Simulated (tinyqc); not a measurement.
Monte Carlo simulation of one carrier in a uniform electric field: one step, computed by the program tinyqc.

The force e F acts along +z. Flights end at the constant total rate Gamma; the part of Gamma that the real rates do not fill is self-scattering, which leaves k unchanged. One valley, no impurities; equivalent final valleys enter only through Z_f in the optical rate.

Task: Scattering event 2. Kane band: hbar^2 k^2/(2 m) = E (1 + alpha E), speed v = hbar k/(m (1 + 2 alpha E)), states per spin, volume and energy g(E) = m k (1 + 2 alpha E)/(2 pi^2 hbar^2); overlap factors are set to 1. Masses are multiplied by m_0 and all formulas are in SI units. Phonon occupation N_q = 1/(exp(hbar w/(k_B T)) - 1). Acoustic deformation potential (elastic, equipartition, absorption and emission together): 1/tau = 2 pi k_B T D_A^2 g(E)/(hbar rho v_l^2). Optical or intervalley deformation potential: 1/tau = (pi Z_f D_o^2/(rho w)) [N_q g(E + hbar w) + (N_q + 1) g(E - hbar w)], with g = 0 below the band edge. Choice: with cumulative rates in the order acoustic, absorption, emission, the process is the first whose sum exceeds r2 Gamma; if none, self-scattering. Final state: E' = E, E + hbar w or E - hbar w gives k'. Isotropic processes: cos(theta) = 1 - 2 r3 from the z axis, phi = 2 pi r4, k' (sin theta cos phi, sin theta sin phi, cos theta). Use row 2 of the random numbers.

Inputs (values chosen for the exercise, for a model non-polar semiconductor):
```
quantity                                          value       unit
effective mass m                                  0.223        m_0
non-parabolicity alpha                             0.49       1/eV
density rho                                        4770     kg/m^3
sound velocity v_l                                 4500        m/s
acoustic deformation potential D_A                  9.7         eV
phonon energy hbar w                               34.8        meV
optical or intervalley deformation potential D_o      9  1e8 eV/cm
final valleys Z_f                                     3          -
lattice temperature T                               300          K
```

Crystal: non-polar. Band: Kane.

k at the end of the flight (1/nm): -0.1200000  -0.0830000  0.4027852

Random numbers (0.02 to 0.98, from up to 60 sets tried for early real events), one row a flight:
```
       r1      r2      r3      r4
1  0.0697  0.0788  0.6587  0.1836
2  0.1156  0.0285  0.4887  0.0229
3  0.6767  0.9564  0.3878  0.3747
4  0.4763  0.2259  0.4064  0.1487
5  0.1863  0.1505  0.1952  0.4611
6  0.3468  0.5490  0.8177  0.0469
7  0.9438  0.1264  0.7266  0.2453
```

Gamma = 62.32311 1e12/s

Constants: hbar = 1.054571817e-34 J s; m_0 = 9.1093837015e-31 kg; e = 1.602176634e-19 C; k_B = 1.380649e-23 J/K; hbar = 6.582119569e-16 eV s; k_B = 8.617333262e-05 eV/K.

Give: cumulative rates; r2 Gamma; process chosen; k after event 2, the start of the next flight.

Result:

cumulative rates (1e12/s): acoustic 2.520, absorption 4.216, emission 4.216

r2 Gamma = 1.776 1e12/s

Process chosen: acoustic

k after event 2, the start of the next flight (1/nm): 0.4239  0.0614  0.0097
